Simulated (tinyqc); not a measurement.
Thickness from the minima: X-ray reflectivity of a thin film on silicon: critical angles, Parratt recursion, fringes and roughness. Computed by tinyqc, a small Python program. Command: `OMP_NUM_THREADS=1 python tinyqc.py 3120687 3120688 out.jsonl xrr walk`. One thread of a shared host (Intel(R) Xeon(R) Processor @ 2.30GHz), about 0.01 s of CPU time with the checks.

n = 1 - delta + i beta; the classical electron radius is r_e = 2.8179403e-6 nm. Layer 0 is vacuum, 1 the film, 2 the substrate.

Inputs (values chosen for the exercise, modelled on TaN on silicon, copper K-alpha radiation): wavelength lambda = 0.15406 nm; film density rho = 15.2 g/cm^3; effective electrons per unit mass, film = 0.409 mol/g; beta/delta, film = 0.079; film thickness d = 59.9 nm; roughness of the surface sigma_1 = 0.6 nm; roughness of the interface sigma_2 = 0.17 nm; substrate density = 2.33 g/cm^3; effective electrons per unit mass, substrate = 0.507 mol/g; beta/delta, substrate = 0.023; grazing angle theta = 1.95 degrees.

Constants: N_A = 6.02214076e+23 1/mol.

Method:
- delta = r_e lambda^2 rho_e/(2 pi), rho_e = density x electrons per mass x N_A; critical angle sqrt(2 delta), q_c = 4 sqrt(pi r_e rho_e).
- k_j = (2 pi/lambda) sqrt(sin^2 theta - 2 delta_j + 2 i beta_j); r_ij = (k_i - k_j)/(k_i + k_j) x exp(-2 k_i k_j sigma^2) (Nevot-Croce); r = (r_01 + r_12 p)/(1 + r_01 r_12 p), p = exp(2 i k_1 d); R = |r|^2.
- Far above the critical angle the period is d theta = lambda/(2 d), or 2 pi/d in q; the envelope runs between (|r_01| - |r_12 p|)^2 and (|r_01| + |r_12 p|)^2; contrast = 2 a b/(a^2 + b^2) with a = |r_01|, b = |r_12 p|; roughness factors on the amplitudes are about exp(-q^2 sigma^2/2).
- Minima of R theta^4 are located on 6001 points over 7.5 periods, from 1.15 times the larger critical angle. With refraction, sin^2(theta_m) = 2 delta + m^2 (lambda/(2 d))^2, m integer or half-integer; the first six minima are used, and the first order is the one that minimises the largest residual of the least-squares line plus the distance of its intercept from 2 delta. Without refraction, d = lambda/(2 x mean step of sin theta).

Constants:
```
layer      rho_e (1/nm^3)        delta         beta  critical angle (degrees)  q_c (1/nm)
film              3743.84  3.98519e-05  3.14830e-06                  0.511520    0.728215
substrate          711.40  7.57263e-06  1.74170e-07                  0.222977    0.317437
```

period in theta = 0.0736810 degrees

Minima:
```
order m  theta (degrees)  sin^2 theta
4                0.59258   1.0696e-04
5                0.63154   1.2149e-04
6                0.67685   1.3955e-04
7                0.72695   1.6097e-04
8                0.78092   1.8576e-04
9                0.83784   2.1382e-04
```

d with refraction = 60.047 nm

d without refraction = 89.981 nm

Against d = 59.9 nm the errors are +0.25 % with and +50.22 % without refraction. The orders are integers, as r_01 and r_12 have opposite signs for a film denser than the substrate.

Extremes, crossings and ranges named in words are read from the listed rows.
